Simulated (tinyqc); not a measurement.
Changing the Casimir length L: Debye-Callaway model of lattice thermal conductivity. Computed by tinyqc, a small Python program. Command: `OMP_NUM_THREADS=1 python tinyqc.py 3007619 3007620 out.jsonl callaway sweep`. One thread of a shared host (Intel(R) Xeon(R) Processor @ 2.30GHz), about 0.02 s of CPU time with the checks.

Three acoustic branches with one velocity v, cut at omega_D = k_B Theta/hbar; x = hbar omega/(k_B T). v and Theta are separate inputs: Theta cuts off the heat-carrying modes, so C need not reach 3 k_B/V. gamma is an effective value that sets the umklapp rate.

Inputs (values chosen for the exercise, modelled on diamond):
```
quantity,value,unit
sound velocity v,14000,m/s
Debye temperature Theta,2190,K
volume per atom V,5.67,angstrom^3
mean atomic mass M,12.01,u
effective Grueneisen parameter gamma,3.03,-
umklapp exponent divisor b,3,-
alloy fraction f,0.22,-
mass difference Delta M,3.18,u
temperature T,200,K
```

Sample: crystal. Point defects: alloy. Normal processes: left out.

Constants: k_B = 1.380649e-23 J/K; hbar = 1.054571817e-34 J s; u = 1.6605390666e-27 kg.

Method:
- For a random alloy on all sites Gamma = f (1 - f) (Delta M/M)^2, with M the mean mass; strain-field scattering is left out. A = V Gamma/(4 pi v^3).
- Rates: point defects A omega^4; umklapp B omega^2 T exp(-Theta/(b T)) with B = hbar gamma^2/(M v^2 Theta). Boundaries: v/L.
- kappa_1 = c int tau_C g dx, g = x^4 e^x/(e^x - 1)^2, c = (k_B/(2 pi^2 v)) (k_B T/hbar)^3, over 0 < x < min(Theta/T, 40), by 96 Gauss-Legendre points in s with x = x_max s^2; tau_C = tau_R, the inverse of the summed rates, and kappa = kappa_1.
- Heat capacity C = 3 c int g dx / v^2; grey free path 3 kappa/(C v); the median free path v tau_C halves kappa_1 when the quadrature points are ordered by free path (each counted at half its weight, interpolated in the logarithm); likewise at 10 % and 90 %.

One run for each value:
```
Casimir length L (micrometre),kappa (W/(m K)),grey free path (nm),median free path (nm)
0.02,20.1,12.28,1.6476e+01
0.075,50.6,30.88,5.2157e+01
0.28,110.6,67.45,1.5557e+02
1.1,218.5,133.25,4.6293e+02
4,374.0,228.02,1.2463e+03
15,590.8,360.25,3.2791e+03
56,854.3,520.91,7.9380e+03
210,1135.4,692.29,1.7054e+04
800,1392.9,849.31,3.1274e+04
3000,1588.2,968.40,4.7667e+04
```

Over the rows, kappa (W/(m K)) rises from 20.1 to 1590 (exponent d ln y / d ln x 0.70 between the first rows and 0.099 between the last); grey free path (nm) rises from 12.3 to 968 (exponent d ln y / d ln x 0.70 between the first rows and 0.099 between the last); median free path (nm) rises from 16.5 to 47700 (exponent d ln y / d ln x 0.87 between the first rows and 0.32 between the last). Kappa falls to half its value in the last row at about 41 micrometre, against a grey free path of 0.97 and a median one of 48 micrometre in that row.
